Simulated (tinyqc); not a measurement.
Thermal, flicker and telegraph noise of a field-effect transistor: one step, computed by the program tinyqc.

Strong inversion, threshold roll-off and channel-length modulation left out; noise sources are uncorrelated and are given as one-sided spectral densities. The drain voltage is 50 mV.

Problem. Thermal noise and corner. C_ox = 3.9 eps_0/t; I = mu C_ox (W/L) V_ov V_D; g_m = I/V_ov; g_d0 = I/V_D. Thermal: S_I = 4 k_B T g_d0; input-referred S_V = S_I/g_m^2; corner f_c where flicker equals thermal. Total input noise from 1 Hz to f_c: sqrt(S_V,thermal [f_c ln(f_c/1 Hz) + f_c - 1 Hz]).

Inputs (values chosen for the exercise, modelled on a silicon n-channel): width W = 14 micrometre; length L = 410 nm; electrical oxide thickness t = 4.9 nm; mobility mu = 150 cm^2/(V s); overdrive V_ov = 0.46 V; frequency f = 40000 Hz; temperature T = 400 K.

Operating region: linear. Flicker model: Hooge.

g_m = 180.4773 microsiemens

flicker S_I = 2.670527e-23 A^2/Hz

drain current I = 83.01958 microampere

Constants: k_B = 1.380649e-23 J/K; eps_0 = 8.8541878128e-12 F/m; e = 1.602176634e-19 C.

Give: thermal S_I; input-referred thermal noise; corner frequency f_c; input noise up to f_c; full shot noise 2eI over thermal S_I.

Solution.

thermal S_I = 3.6679e-23 A^2/Hz

input-referred thermal noise = 33.557 nV/sqrt(Hz)

corner frequency f_c = 29123 Hz

input noise up to f_c = 19.233 microvolt

full shot noise 2eI over thermal S_I = 0.72528

At f the noise is thermal dominated (f_c/f = 0.728).
